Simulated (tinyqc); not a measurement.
Strain and the order of the valence edges: six-band k.p model of the valence band of a wurtzite crystal.

At k = 0: E1 = D1c + D2c + Te + Le (pure HH); E2, E3 = Le + u +/- sqrt(u^2 + 2 D3c^2), u = (D1c - D2c + Te)/2, D1c = Dcr, D2c = D3c = Dso/3. The weight of LH in state 2 is fL = (E2 - Le)^2/((E2 - Le)^2 + 2 D3c^2). Relative strengths of transitions to the conduction band: for E perpendicular to c (TE) 1/2, fL/2, (1 - fL)/2; for E along c (TM) 0, 1 - fL, fL, with one momentum element for both directions.

Strain of a c-plane layer: exx = eyy = e_par, ezz = -2 (C13/C33) e_par; Le = D1 ezz + D2 (exx + eyy), Te = D3 ezz + D4 (exx + eyy).

Conduction edge: Ec = (top of the unstrained valence band) + Eg + (a1 + D1) ezz + (a2 + D2)(exx + eyy).
Constants: kB = 8.617333262e-05 eV/K.

Parameters, chosen for this exercise (of the order of those of hexagonal CdSe; shifted at random, so the results belong to these values and not to a real crystal):

| symbol | value | unit | meaning |
|---|---|---|---|
| Dcr | 0.0317 | eV | crystal-field splitting |
| Dso | 0.4137 | eV | spin-orbit splitting |
| Eg | 1.838 | eV | direct gap at Gamma from the top of the unstrained valence band |
| a1 | -0.76 | eV | gap potential along c |
| a2 | -3.61 | eV | gap potential in the plane |
| D1 | -0.98 | eV |  |
| D2 | 0.98 | eV |  |
| D3 | 3.93 | eV |  |
| D4 | -2.24 | eV |  |
| C13 | 39 | GPa |  |
| C33 | 81 | GPa |  |
| T | 300 | K | temperature |

Edges from the unstrained top. Degree of polarisation (TE - TM)/(TE + TM), each state weighted by exp(E/kT) alone (equal densities of states).

Results:

| e_par (%) | E1 (meV) | E2 (meV) | E3 (meV) | fL | lowest transition (eV) | polarisation |
|---|---|---|---|---|---|---|
| -0.80 | 42.9 | -16.8 | -408.9 | 0.449 | 1.8238 | 0.810 |
| -0.60 | 32.2 | -18.3 | -412.4 | 0.428 | 1.8273 | 0.734 |
| -0.40 | 21.4 | -19.4 | -416.2 | 0.408 | 1.8309 | 0.632 |
| -0.20 | 10.7 | -20.1 | -420.4 | 0.388 | 1.8344 | 0.501 |
| 0.00 | 0.0 | -20.6 | -424.8 | 0.369 | 1.8380 | 0.344 |
| 0.20 | -10.7 | -20.7 | -429.6 | 0.350 | 1.8416 | 0.167 |
| 0.40 | -21.4 | -20.5 | -434.7 | 0.332 | 1.8442 | -0.015 |
| 0.60 | -32.2 | -20.1 | -440.1 | 0.315 | 1.8366 | -0.186 |
| 0.80 | -42.9 | -19.3 | -445.7 | 0.298 | 1.8286 | -0.335 |

What does the comparison show, and why?

E1 = E2 requires Dcr + Te = 0, which here falls at e_par = 0.38 %, inside the sweep: state 1 is on top for smaller e_par and state 2 beyond. The polarisation goes from +0.81 to -0.33 and changes sign between 0.20 and 0.40 %; the lowest transition moves by +3 meV per 1 % on average, not monotonically: it peaks at e_par = 0.40 % among these rows. The deformation potentials of this set are rough, and the small net slope can differ from measurement even in sign.

tinyqc: `OMP_NUM_THREADS=1 python tinyqc.py 1081186 1081187 out.jsonl`; about 0.01 s, one thread, shared Intel(R) Xeon(R) Processor @ 2.30GHz.
